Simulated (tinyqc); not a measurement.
Levels against anisotropy: donor in an ellipsoidal valley (Kohn-Luttinger variational method). Computed by tinyqc, a small Python program. Command: `OMP_NUM_THREADS=1 python tinyqc.py 3024803 3024804 out.jsonl kohnlutt walk`. One thread of a shared host (Intel(R) Xeon(R) Processor @ 2.30GHz), about 0.05 s of CPU time with the checks.

H = -(d^2/dx^2 + d^2/dy^2) - gamma d^2/dz^2 - 2/r in units built on m_t, with gamma = m_t/m_l and z along the valley axis. One valley; no valley-orbit or central-cell term.

Inputs (values chosen for the exercise, modelled on GaP): transverse mass m_t = 0.253 m_0; longitudinal mass m_l = 1.21 m_0; dielectric constant eps = 11.3.

Constants: Ry = 13.605693123 eV; a_0 = 0.529177210903 angstrom.

Method:
- Ry* = Ry m_t/eps^2, a* = a_0 eps/m_t, gamma = m_t/m_l.
- Trial function exp(-sqrt((x^2 + y^2)/a^2 + z^2/b^2)) with beta = b/a < 1: E = t/a^2 - u/a, t = (2 + gamma/beta^2)/3, u = 2 arcsin(sqrt(1 - beta^2))/sqrt(1 - beta^2); the best a is 2 t/u and E(beta) = -u^2/(4 t).
- The trial energy is minimised over beta by golden section from 0.05 to 0.999, 60 steps.
- Gaussian basis: g = P exp(-al (x^2 + y^2) - be z^2) with P = 1 (s-like), z (2p0) or x (2p+-); al = 0.004 x 2.6^k, k = 0..11, and be/al = 1, gamma^(-1/2) or 1/gamma (36 functions); 1/r = (2/sqrt(pi)) int exp(-t^2 r^2) dt by 48 Gauss-Legendre points after t = sqrt(al_i + al_j) tan(theta); overlap eigenvalues below 1e-10 are dropped.

gamma = 0.209091

Binding energies (Ry*):
```
gamma  1s, trial  1s, Gaussians     2p0     2p+-
0.052     2.0758         2.0870  1.0102  0.36733
0.100     1.8387         1.8445  0.7905  0.34751
0.210     1.5615         1.5636  0.5735  0.32059
0.310     1.4162         1.4172  0.4755  0.30461
0.360     1.3609         1.3616  0.4410  0.29816
0.600     1.1759         1.1761  0.3358  0.27488
0.860     1.0508         1.0508  0.2734  0.25748
```

As gamma falls from 0.86 to 0.052, 1s deepens from 1.051 to 2.087 Ry*, on the way from the hydrogen value 1 to the two-dimensional limit 4; 2p+- moves from 0.257 to 0.367 (limits 1/4 and 4/9), while 2p0 climbs from 0.273 to 1.010 and joins 1s as gamma tends to 0. Near gamma = 1 the trial function is almost exact and can pass the Gaussian basis, whose own error is about 3e-5 Ry*.

Extremes, crossings and ranges named in words are read from the listed rows.
